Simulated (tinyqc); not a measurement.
Against voltage: leakage through a gate insulator: direct, Fowler-Nordheim, trap-assisted and Poole-Frenkel currents. Computed by tinyqc, a small Python program. Command: `OMP_NUM_THREADS=1 python tinyqc.py 3012860 3012861 out.jsonl oxideleak walk`. One thread of a shared host (Intel(R) Xeon(R) Processor @ 2.30GHz), about 0.01 s of CPU time with the checks.

Electrons enter from the cathode Fermi level at x = 0; the conduction band of the insulator lies phi_b - e F x above it, F = V/t. WKB exponents use a parabolic band with mass m.

Inputs (values chosen for the exercise, with an insulator like Al2O3):
```
quantity                     value   unit
thickness t                    2.1     nm
barrier phi_b                 2.17     eV
tunnelling mass m             0.36    m_0
static constant eps_ox        9.12      -
trap depth phi_t               1.6     eV
trap density N_t           2.6e+18  cm^-3
attempt rate nu_0            5e+12    1/s
activation of capture E_a     0.31     eV
temperature T                  450      K
```

Constants: e = 1.602176634e-19 C; hbar = 1.054571817e-34 J s; hbar^2/(2 m_0) = 3.80998212 eV angstrom^2; k_B = 8.617333262e-05 eV/K.

Method:
- For a level a distance phi(x) below the band, the WKB exponent is 2 int kappa dx with kappa = sqrt(m phi/(hbar^2/2m_0)); for a linear barrier from phi_1 down to phi_2 = max(phi_1 - e F d, 0) it is G = (4/3) sqrt(m/(hbar^2/2m_0)) (phi_1^(3/2) - phi_2^(3/2))/(e F).
- J_tun = e^3 F^2/(16 pi^2 hbar m phi_b) x exp(-G) / [1 - sqrt(phi_2/phi_b)]^2 with the free-electron mass in the cathode (m in m_0), phi_2 = max(phi_b - e V, 0): direct tunnelling for e V < phi_b, Fowler-Nordheim above. Image forces, back-flow and the limit on supply are left out, so J_tun is overstated below about 0.5 V.
- A trap at depth x lies phi_t below the band. Capture: tunnel at the cathode Fermi level from 0 to x (G_in from phi_1 = phi_b), rate nu_0 exp(-G_in - E_c/k_B T) with E_c = E_a + max(phi_b - phi_t - e F x, 0), the last term being the height of the trap above the cathode Fermi level. Emission: tunnel from the trap level to the anode (G_out from phi_1 = phi_t over t - x), rate nu_0 exp(-G_out - E_a/k_B T). Re-emission to the cathode follows from detailed balance, rate_back = rate_in exp(dE/k_B T) with dE = phi_b - phi_t - e F x. Each trap passes R = rate_in rate_out/(rate_in + rate_back + rate_out) electrons per second; filling from the anode is left out.
- J_TAT = e N_t int_0^t R dx by the midpoint rule on 400 intervals; the most effective depth is the midpoint with the largest R, rounded to 0.01 nm.

Currents:
```
V (V)  F (MV/cm)  J_tun (A/cm^2)  J_TAT (A/cm^2)  best depth (nm)
0.25       1.190             7.6      2.1843e-08             1.01
0.51       2.429            13.1      1.1173e-06             1.07
0.77       3.667            22.9      7.3802e-05             1.55
1.02       4.857            40.1      8.9361e-04             1.17
1.28       6.095            74.2      3.0257e-03             0.99
1.54       7.333           142.2      5.5249e-03             0.92
1.80       8.571           283.8      8.5256e-03             0.88
2.05       9.762           567.9      1.2579e-02             0.85
2.31      11.000          1604.5      2.0258e-02             0.77
```

What follows from these numbers?

Tunnelling without traps rules in every row. Over the range J_tun grows by 2.3 decades and J_TAT by 6.0. The highest rows may lie beyond breakdown. Below about 0.5 V the formula for J_tun, which has no back-flow, overstates the current.

Extremes, crossings and ranges named in words are read from the listed rows.
